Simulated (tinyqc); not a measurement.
## Ideality from Voc and Vmp

Inverse problem. An ideal cell J = Jsc - J0 (exp(V/(n Vt)) - 1) has exp((Voc - Vmp)/(n Vt)) = 1 + Vmp/(n Vt) at maximum power. Find n, J0 and FF.

Values chosen for this exercise: temperature T = 300 K.

Constants: q = 1.602176634e-19 C, kB = 1.380649e-23 J/K, Vt = kB T/q. Results are converted to the units shown.

Jsc = 10.56 mA/cm^2
Voc = 0.52197567 V
Vmp = 0.41651280 V

Answer. With a = n Vt, a ln(1 + Vmp/a) rises steadily with a, so Voc - Vmp fixes it; J0 follows from Voc.

n = 1.760
J0 = 1.100e-7 A/cm^2
FF = 0.7194

Numbers from tinyqc (`OMP_NUM_THREADS=1 python tinyqc.py 2280045 2280046 out.jsonl`; about 0.01 s on one thread of a shared Intel Xeon 2.30GHz).
